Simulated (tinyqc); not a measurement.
What moves the results: finite square well with mass mismatch (envelope functions). A value that a table varies takes the place of the one given here.

A square well of width L and depth V0, mass mw inside and mb outside, energies from the bottom of the well, c = hbar^2/2m0. k = sqrt(mw E/c), kappa = sqrt(mb (V0 - E)/c). psi and psi'/m are continuous at the walls (BenDaniel-Duke), so level n solves k L + 2 atan[(k/mw)/(kappa/mb)] = n pi.

Non-parabolic bands: mw is replaced by mw (1 + alpha_w E) and mb by mb (1 - alpha_b (V0 - E)), in k, kappa and the matching condition alike.

Constants: hbar^2/2m0 = 3.80998211 eV angstrom^2.

Parameters, chosen for this exercise (near those of an InGaAs well in InAlAs; the results hold for these values, not for the real material):

| symbol | value | unit | meaning |
|---|---|---|---|
| V0 | 0.527 | eV | barrier height |
| mw | 0.0422 | m0 | mass in the well |
| mb | 0.0758 | m0 | mass in the barrier |
| Ls | (21, 31, 46, 69, 104, 156, 234) | angstrom | widths |
| L | 110 | angstrom | well width |
| alpha_w | 1.01 | 1/eV | non-parabolicity in the well |
| alpha_b | 0.48 | 1/eV | non-parabolicity in the barrier |

## Width of the well

Levels against L, beside the infinite well E1(hard) = c (pi/L)^2/mw; Pb is the probability of level 1 in the barriers; a dash marks an unbound level.

Levels:

| L (angstrom) | bound levels | E1 (eV) | E2 (eV) | E1(hard) (eV) | Pb |
|---|---|---|---|---|---|
| 21 | 1 | 0.2894 | - | 2.0206 | 0.348 |
| 31 | 1 | 0.2085 | - | 0.9272 | 0.208 |
| 46 | 2 | 0.1376 | 0.5060 | 0.4211 | 0.111 |
| 69 | 2 | 0.0830 | 0.3316 | 0.1872 | 0.052 |
| 104 | 3 | 0.0462 | 0.1861 | 0.0824 | 0.022 |
| 156 | 4 | 0.0244 | 0.0981 | 0.0366 | 0.008 |
| 234 | 6 | 0.0123 | 0.0493 | 0.0163 | 0.003 |

What does this show, and why?

The infinite well overestimates E1 by a factor 6.98 at 21 angstrom and 1.32 at 234 angstrom. The local exponent d ln E1/d ln L goes from -0.84 (first two rows) to -1.69 (last two), towards the -2 of hard walls, as Pb falls from 0.348 to 0.003. E2 - E1 is largest at 46 angstrom of the widths listed. Non-parabolicity, which grows with the level, already counts at a few tenths of an eV, and levels above about 0.5 eV lie beyond a parabolic band.

## Levels of description

The same well five ways. mb = mw: the barrier takes the mass of the well. psi' continuous: kappa holds mb but the condition drops the masses, k L + 2 atan(k/kappa) = n pi. The last column is measured against BenDaniel-Duke.

Levels (eV):

| model | E1 | E2 | E3 | E1 - E1(BDD) (meV) |
|---|---|---|---|---|
| infinite walls | 0.0736 | 0.2946 | 0.6628 | 31.2 |
| mb = mw | 0.0478 | 0.1870 | 0.3991 | 5.3 |
| BenDaniel-Duke | 0.0425 | 0.1709 | 0.3812 | 0.0 |
| psi' continuous | 0.0526 | 0.2030 | 0.4179 | 10.1 |
| non-parabolic | 0.0438 | 0.1605 | 0.3204 | 1.3 |

What can be read from the table?

Hard walls put E1 31.2 meV too high. Ignoring the mass step moves it by +5.3 meV and the wrong matching by +10.1 meV: with mb/mw = 1.80, continuity of psi'/m lets the slope outside be 1.80 times the slope inside, which acts like a softer wall. Non-parabolicity shifts E1 by +1.3 meV, the balance of a heavier mass in the well, which lowers it, and a lighter mass deep in the barrier, which hardens the wall. Among the finite wells the largest departure in E1 is that of the model 'psi' continuous'.

## What each parameter does

Parabolic bands. Pb is the probability of level 1 in the barriers, (A^2/kappa)/(A^2/kappa + L/2 + sin(kL)/(2k)) with A = cos(kL/2). Each row changes one parameter from the base and keeps the others.

Results:

| case | E1 (eV) | bound levels | Pb | V0 - E1 (eV) |
|---|---|---|---|---|
| base | 0.0425 | 3 | 0.0192 | 0.4845 |
| L = 121 angstrom | 0.0367 | 3 | 0.0154 | 0.4903 |
| V0 = 0.606 eV | 0.0439 | 3 | 0.0164 | 0.5621 |
| mw = 0.0464 m0 | 0.0403 | 3 | 0.0171 | 0.4867 |
| mb = 0.0606 m0 | 0.0445 | 3 | 0.0189 | 0.4825 |

What can be read from the table?

The largest shifts from the base row, up to three for each result and ties (the steps differ in size, so this ranks the rows, not the parameters). E1 (eV): L -0.0058, mw -0.0022, mb +0.0021. bound levels: unchanged at the printed digits by L, V0, mw and mb. Pb: L -0.0038, V0 -0.0028, mw -0.0021. V0 - E1 (eV): V0 +0.0776, L +0.0058, mw +0.0022.

Run: tinyqc, `OMP_NUM_THREADS=1 python tinyqc.py 1280667 1280668 out.jsonl`; Intel(R) Xeon(R) Processor @ 2.30GHz, one thread, shared host; about 0.01 s of CPU time with all checks.
